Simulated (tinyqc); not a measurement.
Worked calculation: geometry optimisation on the PBE/sto-3g surface (energies and gradients from PySCF), for H3+, spin multiplicity 1. One step of it, computed by the program tinyqc.

Problem. Step 2: move. Quasi-Newton step p = -H^(-1) g (the inverse Hessian comes from BFGS updates; coordinates in the order x, y, z of each atom); steps longer than 0.3 bohr are cut back.

positions after step 1 (bohr):
```
            x         y          z
1H   0.032528  0.053146   0.035909
2H   0.037679  0.003311   1.675997
3H  -0.004066  0.111729  -1.630647
```

gradient (hartree/bohr):
```
              x            y            z
1H  -0.00045439  -0.00002785   0.00483143
2H   0.00014776   0.00027835  -0.01067188
3H   0.00030663  -0.00025049   0.00584045
```

inverse Hessian in use (bohr^2/hartree), lower triangle:
```
           1          2          3          4          5          6          7          8
1   1.001587
2   0.000379   0.999906
3  -0.026387  -0.000057   1.227810
4  -0.000496  -0.000132   0.008692   1.000154
5  -0.001271  -0.000107   0.014506   0.000411   1.000810
6   0.047201   0.004751  -0.564663  -0.015216  -0.030887   2.174107
7  -0.001091  -0.000247   0.017695   0.000342   0.000860  -0.031985   1.000749
8   0.000892   0.000202  -0.014450  -0.000280  -0.000703   0.026136  -0.000613   1.000501
9  -0.020814  -0.004695   0.336853   0.006525   0.016380  -0.609443   0.014290  -0.011686

          9
9  1.272591
```

Give: positions after step 2.

Solution.

positions after step 2 (bohr):
```
          x       y        z
1H   0.0337  0.0533   0.0220
2H   0.0373  0.0025   1.7055
3H  -0.0049  0.1124  -1.6462
```
